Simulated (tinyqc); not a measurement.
Resistance of a tapered via with liner, size effect and interface: one step of the calculation.

A round via whose diameter grows from db at the bottom as D(z) = db + 2 z/tan(ang). The fill, of diameter D - 2 tl, starts above the bottom liner (thickness fb tl) and has rho = rho0 (1 + ks lam/(D - 2 tl)); the sidewall liner conducts in parallel with it. The bottom liner and the interface are crossed over the full area pi db^2/4. Spreading in the lines above and below is left out.

Task. Total resistance. R_fill = sum of the slices; R_bottom = rl fb tl/(pi db^2/4); R_interface = ri/(pi db^2/4); ballistic (Sharvin) limit 1/(Sb pi (db - 2 tl)^2/4); ideal cylinder rho0 hv/(pi db^2/4).

Parameters, values chosen for the exercise; fill metal close to cobalt:
```
symbol    value      unit                                               meaning
db          9.5        nm                                diameter at the bottom
hv           16        nm                                                height
rho0       6.03   uohm cm                          bulk resistivity of the fill
tl          1.6        nm                                 liner on the sidewall
fb          0.5                   liner at the bottom over that on the sidewall
rl          180   uohm cm                              resistivity of the liner
ri      8.3e-13  ohm cm^2                   interface resistivity at the bottom
Sb         1e15     S/m^2  ballistic conductance per area, about 3/(4 rho0 lam)
```

slice resistance, slice 0 to 6 (ohm): 12.434229  10.824176  9.4856387  8.3638591  7.4166747  6.6113143  5.9220755

Give: parts; R; shares; ballistic limit; ideal cylinder.

Result.

parts (ohm): fill 61.058, bottom liner 20.315, interface 1.1710
R = 82.544 ohm
shares (%): fill 73.970, bottom liner 24.612, interface 1.419
ballistic limit = 32.080 ohm
ideal cylinder = 13.611 ohm

The fill is the largest part, and R is 6.06 times the ideal cylinder. With 2000 slices R = 82.601 ohm.

Computed by the program tinyqc: `OMP_NUM_THREADS=1 python tinyqc.py 2750068 2750069 out.jsonl`, one thread of a shared Intel Xeon 2.30GHz, about 0.01 s for the whole run.
